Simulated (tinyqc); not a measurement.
# n-type polysilicon, carrier trapping at grain boundaries: two studies

One-dimensional grains of size Lg, uniform ionised doping N, monovalent traps Qt at each boundary at a depth Et below (for electrons) or above (for holes) the band edge there, abrupt depletion of width W on each side of a boundary, Boltzmann statistics. xi is the distance from the band edge at the grain centre to the Fermi level. Trapped charge Qt/(1 + exp((xi + VB - Et)/Vt)) = 2 N W, barrier VB = q N W^2/(2 eps0 eps_r).

Values chosen for this exercise; values of the order met in polycrystalline silicon: temperature T = 350 K; relative permittivity eps_r = 11.7; conduction-band density of states at T NB = 3.53e19 cm^-3; grain size Lg = 53 nm; trap density of a grain boundary Qt = 6.8e11 cm^-2; depth of the trap level from the majority band edge at the boundary Et = 0.33 eV; mass for thermionic emission ms = 0.28 m0; correction factor of the emission rate fe = 0.12; mobility inside the grains mug = 74 cm^2/(V s); doping N = 6.8e17 cm^-3.

Constants: q = 1.602176634e-19 C, kB = 1.380649e-23 J/K, m0 = 9.1093837015e-31 kg, Vt = kB T/q, eps0 = 8.8541878128e-14 F/cm where lengths are in cm. Results are converted to the units shown.

Each table varies one quantity; the others keep the values above.

## Effect of the doping

If the trap equation with xi = Vt ln(NB/N) has a root W < Lg/2, the grain is partly depleted; otherwise W = Lg/2 and the trap equation gives xi = Et - VB + Vt ln(Qt/(N Lg) - 1). N* = Qt/Lg. n0 = NB exp(-xi/Vt); mean density n0 (1 - 2 W/Lg) by charge balance in a partly depleted grain, and n0 (sqrt(pi)/2) erf(u)/u with u = sqrt(VB/Vt) in a fully depleted one; v = sqrt(kB T/(2 pi ms m0)); barrier resistivity Vt exp(VB/Vt)/(q fe n0 v Lg); grain resistivity (1 - 2 W/Lg)/(q n0 mug); effective mobility 1/(q mean density total resistivity). Rows with xi above 0.45 V, towards mid-gap, are left out, since the other carrier type is ignored.

Results:
columns A: N (cm^-3); B: N/N*; C: depleted share 2 W/Lg; D: VB (V); E: xi (V); F: mean density (cm^-3); G: resistivity (ohm cm); H: effective mobility (cm^2/(V s))
```
A              B         C          D         E          F         G       H
6.4e15  0.049882    1.0000  0.0034755   0.41541  3.5463e13    1642.3  107.17
1.3e16   0.10132    1.0000  0.0070596   0.38877  8.2585e13    764.75  98.825
2.8e16   0.21824    1.0000   0.015205   0.35328  2.4691e14    308.87  81.841
6e16     0.46765    1.0000   0.032583   0.30133  1.1840e15    98.154  53.708
1.3e17    1.0132   0.94931   0.063620   0.16902  6.5900e15    3.4508  274.46
5.5e17    4.2868   0.23282   0.016190   0.12552  4.2195e17   0.28529  51.850
1.2e18    9.3529   0.10685  0.0074395   0.10199  1.0718e18   0.12026  48.423
2.4e18    18.706  0.053443  0.0037225  0.081084  2.2717e18  0.058675  46.825
5.1e18    39.750  0.025154  0.0017523  0.058350  4.9717e18  0.027324  45.946
```

Estimate the missing row, N = 2.6e17 cm^-3.

Computed row:
columns A: N (cm^-3); B: N/N*; C: depleted share 2 W/Lg; D: VB (V); E: xi (V); F: mean density (cm^-3); G: resistivity (ohm cm); H: effective mobility (cm^2/(V s))
```
A            B        C         D        E          F        G       H
2.6e17  2.0265  0.48985  0.033879  0.14812  1.3264e17  0.80299  58.601
```

With this row back in the table: As N goes from 6.4e15 to 5.1e18, VB goes from 0.00348 through a maximum of 0.0636 (at N = 1.3e17 among the rows listed) to 0.00175 V, the resistivity falls from 1640 to 0.0273 ohm cm and the effective mobility moves up and down between 45.9 and 274 cm^2/(V s). The steepest fall of the resistivity among the rows, as N^(-4.3), lies between N = 6e16 and 1.3e17 cm^-3; N* = 1.28e17 cm^-3. While the grain is fully depleted VB grows as N; once the traps are full it falls as 1/N. For N = 5.1e18 xi is under 2.5 Vt, where Boltzmann statistics begin to fail. For N = 6.4e15, 1.3e16, 2.8e16, 5.5e17, 1.2e18, 2.4e18, 5.1e18 VB is below Vt, where abrupt depletion and thermionic emission are rough. For N = 1.3e17 the grain is near the changeover between partial and full depletion, within a few Debye lengths, where both limits are rough. For N = 6.4e15, 1.3e16, 2.8e16, 1.3e17 the effective mobility exceeds mug, since drift through the depleted part of the grain is left out.

## Effect of the trap density of a grain boundary

Same model as above.

N* = Qt/Lg.

The same in every row: xi (V) = 0.11912.

Results:
columns A: Qt (cm^-2); B: N/N*; C: depleted share 2 W/Lg; D: VB (V); E: mean density (cm^-3); F: resistivity (ohm cm); G: effective mobility (cm^2/(V s))
```
A             B         C          D          E        F        G
2e11     18.020  0.055441  0.0011350  6.4230e17  0.19947   48.717
3.4e11   10.600  0.094243  0.0032798  6.1591e17  0.20072   50.486
5.7e11   6.3228   0.15796  0.0092139  5.7259e17  0.21203   51.409
1.6e12   2.2525   0.43964   0.071375  3.8104e17  0.91451   17.911
2.8e12   1.2871   0.65723    0.15951  2.3308e17   15.744   1.7009
4.7e12  0.76681   0.74075    0.20262  1.7629e17   65.608  0.53964
8e12    0.45050   0.78736    0.22893  1.4459e17   156.89  0.27514
```

Estimate the missing row, Qt = 9.7e11 cm^-2.

Computed row:
columns A: Qt (cm^-2); B: N/N*; C: depleted share 2 W/Lg; D: VB (V); E: mean density (cm^-3); F: resistivity (ohm cm); G: effective mobility (cm^2/(V s))
```
A            B        C         D          E        F       G
9.7e11  3.7155  0.26855  0.026631  4.9739e17  0.28241  44.435
```

With this row back in the table: As Qt goes from 2e11 to 8e12, VB rises from 0.00114 to 0.229 V, the resistivity rises from 0.199 to 157 ohm cm and the effective mobility goes from 48.7 through a maximum of 51.4 (at Qt = 5.7e11 among the rows listed) to 0.275 cm^2/(V s). For Qt = 2e11, 3.4e11, 5.7e11, 9.7e11 VB is below Vt, where abrupt depletion and thermionic emission are rough. For Qt = 4.7e12, 8e12 the grain is near the changeover between partial and full depletion, within a few Debye lengths, where both limits are rough.

tinyqc, about 0.01 s, one thread, Intel Xeon 2.30GHz (shared host): `OMP_NUM_THREADS=1 python tinyqc.py 2830274 2830275 out.jsonl`
